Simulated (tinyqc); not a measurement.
Temperature: carrier statistics of a doped semiconductor with parabolic bands.

Eg(T) = Eg0 - al T^2/(T + be); m_de = Mv^(2/3) (ml mt^2)^(1/3); m_dh = (mhh^(3/2) + mlh^(3/2))^(2/3); Nc and Nv from N = 2 (m kB T/(4 pi c))^(3/2) with c = hbar^2/2m0, in 1/angstrom^3; times 1e24 for 1/cm^3.

Energies are counted from Ev, so Ec = Eg. n = Nc F_1/2((EF - Eg)/kT), p = Nv F_1/2(-EF/kT), ND+ = ND/(1 + 2 exp((EF - Eg + ED)/kT)), NA- = NA/(1 + 4 exp((EA - EF)/kT)); neutrality asks p + ND+ = n + NA-. F_j(eta) = (1/Gamma(j + 1)) integral_0^infinity x^j dx/(1 + exp(x - eta)), which tends to exp(eta) for eta << 0.

Constants: hbar^2/2m0 = 3.80998211 eV angstrom^2; kB = 8.617333262e-05 eV/K.

Values chosen for the exercise (near those of InSb; the results hold for these values, not for the real material): Eg0 = 0.2361 eV (gap at 0 K); al = 0.000323 eV/K (Varshni alpha); be = 172 K (Varshni beta); ml = 0.0132 m0 (longitudinal electron mass); mt = 0.0132 m0 (transverse electron mass); Mv = 1 (equivalent valleys); mhh = 0.438 m0 (heavy-hole mass); mlh = 0.0146 m0 (light-hole mass); ND = 2.9e+13 1/cm^3 (donors); NA = 2.3e+12 1/cm^3 (acceptors); ED = 0.000977 eV (donor level below Ec); EA = 0.00991 eV (acceptor level above Ev).

Neutrality solved at each temperature; ni = sqrt(Nc Nv) exp(-Eg/2kT).

Carriers (1/cm^3):

| T (K) | EF (eV) | n | p | majority / \|ND - NA\| | ni | Eg (eV) |
|---|---|---|---|---|---|---|
| 10 | 0.2337 | 1.73e+13 | <1e-99 | 0.649 | 1.14e-44 | 0.2359 |
| 20 | 0.2297 | 2.34e+13 | 1.65e-41 | 0.877 | 1.98e-14 | 0.2354 |
| 40 | 0.2189 | 2.57e+13 | 9.29e-11 | 0.961 | 49.0 | 0.2337 |
| 77 | 0.1937 | 2.63e+13 | 2.00e+05 | 0.987 | 2.30e+09 | 0.2284 |
| 120 | 0.1594 | 2.69e+13 | 3.75e+11 | 1.01 | 3.18e+12 | 0.2202 |
| 200 | 0.1464 | 8.40e+14 | 8.16e+14 | 31.5 | 8.34e+14 | 0.2014 |
| 300 | 0.1572 | 1.67e+16 | 1.67e+16 | 626 | 1.81e+16 | 0.1745 |
| 400 | 0.1714 | 7.78e+16 | 7.78e+16 | 2.91e+03 | 9.81e+16 | 0.1458 |
| 500 | 0.1888 | 1.96e+17 | 1.96e+17 | 7.34e+03 | 2.96e+17 | 0.1159 |
| 600 | 0.2083 | 3.66e+17 | 3.66e+17 | 1.37e+04 | 6.53e+17 | 0.0855 |

What does the comparison show, and why?

Ionisation is incomplete: the majority density is below 90 % of the net doping at 10 and 20 K, down to a share of 0.65. It is within 10 % of the net doping at 40, 77 and 120 K. At 200, 300, 400, 500 and 600 K thermal pairs lift it more than 10 % above the net doping; ni has reached 6.53e+17 1/cm^3 at 600 K against a net doping of 2.67e+13. For so narrow a gap the hottest rows are formal: EF can enter a band, where the Boltzmann ni is too large, and the crystal may melt. EF goes from 0.234 eV to 0.208 eV, where midgap is 0.043 eV and the intrinsic level (Boltzmann) 0.179 eV.

Run: tinyqc, `OMP_NUM_THREADS=1 python tinyqc.py 1682537 1682538 out.jsonl`; Intel(R) Xeon(R) Processor @ 2.30GHz, one thread, shared host; about 0.01 s of CPU time with all checks.
